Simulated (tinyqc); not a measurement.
Screening unbinds the donor: static screening by free carriers.

kF = (3 pi^2 n/Mv)^(1/3), EF = c kF^2/m with c = hbar^2/2m0, n in 1/angstrom^3 (1e-24 per 1/cm^3), e2 = e^2/(4 pi eps0). Thomas-Fermi: qTF^2 = 6 pi e2 n/(eps EF). Debye: qD^2 = 4 pi e2 n/(eps kB T).

F_j(eta) = (1/Gamma(j + 1)) integral_0^infinity x^j dx/(1 + exp(x - eta)), which tends to exp(eta) for eta << 0.

At finite T: qs^2 = qD^2 F_-1/2(eta)/F_1/2(eta), where n = Mv N F_1/2(eta) and N = 2 (m kB T/(4 pi c))^(3/2) with c = hbar^2/2m0, in 1/angstrom^3; times 1e24 for 1/cm^3.

Donor in the screened potential -(e2/eps) exp(-qs r)/r with the trial function exp(-r/a): E(a) = c/(m a^2) - (e2/eps) 4/(a (2 + qs a)^2), e2 = e^2/(4 pi eps0), c = hbar^2/2m0; isotropic mass.

Constants: hbar^2/2m0 = 3.80998211 eV angstrom^2; e^2/(4 pi eps0) = 14.39964547 eV angstrom; kB = 8.617333262e-05 eV/K; a0 (Bohr radius) = 0.5291772105 angstrom.

Parameters, chosen for this exercise (near those of GaN; shifted at random, so the results belong to these values and not to a real crystal):
```
symbol  value  unit  meaning
m       0.2    m0    mass of one isotropic valley
Mv      1            valleys
eps     9.44         background dielectric constant
T       77     K
```

All carriers n are taken as free and screen with qs(T); E(a) is minimised over a; a dash marks no bound state. aB = a0 eps/m.

Donor level:
```
n (1/cm^3)  n^(1/3) aB  qs aB  E (meV)   a/aB
5.0e+14          0.020  0.030   -28.74  1.001
4.0e+15          0.040  0.085   -25.67  1.005
2.0e+16          0.068  0.188   -20.52  1.022
6.0e+16          0.098  0.318   -15.03  1.060
2.0e+17          0.146  0.540    -7.85  1.170
4.0e+17          0.184  0.701    -4.10  1.305
1.0e+18          0.250  0.924    -0.70  1.689
3.0e+18          0.360  1.174        -      -
```

aB = 25.0 angstrom

What can be read from this table?

The level rises from -28.74 meV at the lowest density to -0.70 meV at 1e+18 1/cm^3, against -30.54 meV unscreened. The trial function finds no bound state from 3e+18 1/cm^3 on, where qs aB = 1.17 and n^(1/3) aB = 0.36. This trial function loses binding at qs aB = 1 and the exact Yukawa problem at 1.19; the Mott rule of thumb is n^(1/3) aB = 0.26.

tinyqc: `OMP_NUM_THREADS=1 python tinyqc.py 1681739 1681740 out.jsonl`; about 0.01 s, one thread, shared Intel(R) Xeon(R) Processor @ 2.30GHz.
